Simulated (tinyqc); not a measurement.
Inside a calculation. Method: LDA (VWN5) atom on a uniform radial grid, spin-unpolarised, for Li. Computed by tinyqc, a small Python program that keeps every step. Settings: Z = 3, points = 192, R = 10.5, functional = lda,vwn, mixing = 0.2, iteration cap = 58. Command: `OMP_NUM_THREADS=1 python tinyqc.py 20732 20733 out.jsonl` (the two numbers bound the seeds that draw the settings). One thread of a shared host (Intel(R) Xeon(R) Processor @ 2.60GHz), about 0.8 s of CPU time with the checks. Later iterations appear only in the table of the cycle.

## Iteration 1

Spherical atom on a uniform radial grid r_j = j h with h = R/(N + 1), h sum u^2 = 1 and integrals as h times sums, u(0) = u(R) = 0 (atomic units):
```
parameter,value
Z,3
points N,192
R,10.500000
h,0.054404
mixing,0.200000
electrons in 1s,2
electrons in 2s,1
```

Three-point differences turn -u''/2 + [l(l+1)/2r^2 - Z/r + V] u = e u into a tridiagonal matrix (diagonal 1/h^2 + potential, off-diagonal -1/2h^2). D = sum f u^2; the Hartree potential y/r solves y'' = -D/r with y(0) = 0, y(R) = N_e; v_xc comes from rho = D/(4 pi r^2); E = sum f e - int D V + int D (V_H/2 + eps_xc); V(new) = V + mixing (V_H + v_xc - V).

eigenvalues (hartree): 1s -4.470425, 2s -1.123133

Every 12th grid point:
```
r,V in,u(1s),u(2s),D,V_H,v_xc
0.652850,0.000000,0.958993,0.021654,1.839804,3.469439,-0.760490
1.305699,0.000000,0.272892,-0.646769,0.567250,2.061117,-0.344235
1.958549,0.000000,0.058241,-0.738721,0.552493,1.475004,-0.266832
2.611399,0.000000,0.011049,-0.557807,0.311392,1.136251,-0.188669
3.264249,0.000000,0.001965,-0.350271,0.122698,0.916465,-0.124891
3.917098,0.000000,0.000335,-0.197792,0.039122,0.765371,-0.079647
4.569948,0.000000,0.000056,-0.104201,0.010858,0.656369,-0.049502
5.222798,0.000000,0.000009,-0.052269,0.002732,0.574388,-0.030117
5.875648,0.000000,1.45e-06,-0.025278,0.000639,0.510579,-0.017972
6.528497,0.000000,2.29e-07,-0.011884,0.000141,0.459523,-0.010535
7.181347,0.000000,3.59e-08,-0.005462,0.000030,0.417749,-0.006079
7.834197,0.000000,5.57e-09,-0.002462,0.000006,0.382936,-0.003458
8.487047,0.000000,8.58e-10,-0.001089,1.19e-06,0.353480,-0.001940
9.139896,0.000000,1.31e-10,-0.000466,2.17e-07,0.328231,-0.001064
9.792746,0.000000,1.97e-11,-0.000175,3.05e-08,0.306349,-0.000535
10.445596,0.000000,0,-0.000012,1.38e-10,0.287202,-0.000086
```

total energy = -6.86276915 hartree

## Iteration 2

As before.

eigenvalues (hartree): 1s -3.833427, 2s -0.855810

Every 12th grid point:
```
r,V in,u(1s),u(2s),D,V_H,v_xc
0.652850,0.541790,0.967357,0.054329,1.874509,3.401535,-0.764956
1.305699,0.343376,0.299202,-0.565716,0.499078,2.025033,-0.331043
1.958549,0.241635,0.070895,-0.718363,0.526098,1.456533,-0.262903
2.611399,0.189516,0.015079,-0.598184,0.358279,1.129134,-0.196795
3.264249,0.158315,0.003022,-0.414413,0.171757,0.914196,-0.138096
3.917098,0.137145,0.000583,-0.258545,0.066846,0.764731,-0.093449
4.569948,0.121373,0.000110,-0.150734,0.022721,0.656203,-0.061757
5.222798,0.108854,0.000020,-0.083817,0.007025,0.574347,-0.040075
5.875648,0.098521,3.69e-06,-0.045010,0.002026,0.510570,-0.025596
6.528497,0.089798,6.64e-07,-0.023531,0.000554,0.459521,-0.016112
7.181347,0.082334,1.18e-07,-0.012040,0.000145,0.417748,-0.010007
7.834197,0.075896,2.10e-08,-0.006046,0.000037,0.382936,-0.006135
8.487047,0.070308,3.69e-09,-0.002973,0.000009,0.353480,-0.003707
9.139896,0.065433,6.47e-10,-0.001402,1.97e-06,0.328231,-0.002178
9.792746,0.061163,1.10e-10,-0.000568,3.22e-07,0.306349,-0.001157
10.445596,0.057423,0,-0.000039,1.56e-09,0.287202,-0.000192
```

total energy = -7.01151296 hartree

## Convergence

Stop when input and output potentials agree to 1e-7.

Course of the cycle (hartree):
```
iteration,E,e(1s),e(2s),largest |V(out) - V(in)|
1,-6.86276915,-4.470425,-1.123133,4.25e+00
2,-7.01151296,-3.833427,-0.855810,3.23e+00
3,-7.10948721,-3.348599,-0.660282,2.44e+00
4,-7.17294385,-2.980285,-0.516843,1.84e+00
5,-7.21343021,-2.701027,-0.411266,1.38e+00
6,-7.23891218,-2.489716,-0.333277,1.03e+00
7,-7.25475447,-2.330145,-0.275453,7.65e-01
8,-7.26449868,-2.209884,-0.232419,5.68e-01
9,-7.27044033,-2.119424,-0.200272,4.22e-01
10,-7.27404054,-2.051503,-0.176176,3.12e-01
11,-7.27621342,-2.000593,-0.158057,2.30e-01
...,...,...,...,...
48,-7.27951979,-1.853390,-0.101940,3.06e-05
49,-7.27951979,-1.853394,-0.101941,2.53e-05
50,-7.27951979,-1.853397,-0.101941,2.08e-05
51,-7.27951979,-1.853399,-0.101942,1.72e-05
52,-7.27951979,-1.853402,-0.101942,1.41e-05
53,-7.27951979,-1.853403,-0.101942,1.16e-05
54,-7.27951979,-1.853405,-0.101943,9.53e-06
55,-7.27951979,-1.853406,-0.101943,7.81e-06
56,-7.27951979,-1.853407,-0.101943,6.40e-06
57,-7.27951979,-1.853408,-0.101943,5.24e-06
58,-7.27951979,-1.853409,-0.101944,4.28e-06
```

Not converged within 58 iterations: the residual falls steadily but slowly, by a factor of about 0.82 a step. Reruns (cap 100 unless said): mixing 0.3: converged in 49; mixing 0.6: converged in 20; the original settings with a cap of 400: converged in 77. Even converged, this uniform grid resolves the cusp poorly and misses the energy of the atom.
